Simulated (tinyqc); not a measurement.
Depth of the donor: donor near an oxide interface in a gate field (two-state model).

Interface at z = 0 (hard wall), donor at z = d, field F pulling electrons to the interface: potential e F z; 1 kV/cm = 1e-5 eV/angstrom, c = hbar^2/2m0, q = e^2/(4 pi eps0), Q = (eps - eo)/(eps + eo). Donor state: E_D = e F d - ED - q Q/(4 eps d), the last term joining the images of ion and electron. Interface state: z exp(-b z/2) exp(-rho^2/(2 L^2)) with E_z = c b^2/(4 mz) + 3 e F/b + q Q b/(8 eps), minimised over b; in the plane at z = 3/b the ion (distance D = d - 3/b) and its image (D' = d + 3/b) give E_rho = c/(mt L^2) - (q/eps)(sqrt(pi)/L)[erfcx(D/L) + Q erfcx(D'/L)], erfcx(x) = exp(x^2) erfc(x), minimised over L. E_I = E_z + E_rho.

The two states couple by t = t0 exp(-D/aD) with t0 = q/(eps aD) (2 aD/L) sqrt(aD b/2) v, v a valley factor; this form is an estimate. With detuning u = E_D - E_I the splitting is sqrt(u^2 + 4 t^2) and the lower state has weight (1 - u/sqrt(u^2 + 4 t^2))/2 on the donor.

Constants: hbar^2/2m0 = 3.80998211 eV angstrom^2; e^2/(4 pi eps0) = 14.39964547 eV angstrom.

Inputs chosen for the exercise (near those of a donor in Si below HfO2, static dielectric constants; the results hold for these values, not for the real material):

| symbol | value | unit | meaning |
|---|---|---|---|
| ED | 45.1 | meV | bulk binding energy |
| mz | 0.923 | m0 | mass across the interface |
| mt | 0.185 | m0 | mass in the plane |
| eps | 11.5 |  | dielectric constant of the semiconductor |
| eo | 22 |  | dielectric constant of the oxide |
| aD | 21.7 | angstrom | donor radius |
| v | 0.47 |  | valley factor |
| dl | (60, 80, 105, 135, 170, 215, 270) | angstrom | depths |

Critical field, and the coupling, E_rho and L at that field.

Results:

| d (angstrom) | critical field (kV/cm) | e F d/ED | t (meV) | E_rho (meV) | L (angstrom) |
|---|---|---|---|---|---|
| 60 | 117.2 | 1.559 | 4.0 | -11.24 | 65 |
| 80 | 80.2 | 1.423 | 1.4 | -8.64 | 80 |
| 105 | 57.1 | 1.330 | 0.39 | -6.70 | 97 |
| 135 | 42.3 | 1.266 | 0.088 | -5.29 | 117 |
| 170 | 32.3 | 1.219 | 0.016 | -4.25 | 138 |
| 215 | 24.7 | 1.180 | 0.0019 | -3.39 | 164 |
| 270 | 19.2 | 1.149 | 0.00014 | -2.73 | 193 |

What does the comparison show?

The critical field falls from 117 to 19 kV/cm, with exponent -1.20 in d, while t drops by a factor 2.9e+04, about e for each 21 angstrom at the end (aD = 21.7). One lattice plane (1.36 angstrom) of misplacement changes t by 6 % and the critical field by about 1.6 % at 105 angstrom.

tinyqc: `OMP_NUM_THREADS=1 python tinyqc.py 1281290 1281291 out.jsonl`; about 0.08 s, one thread, shared Intel(R) Xeon(R) Processor @ 2.30GHz.
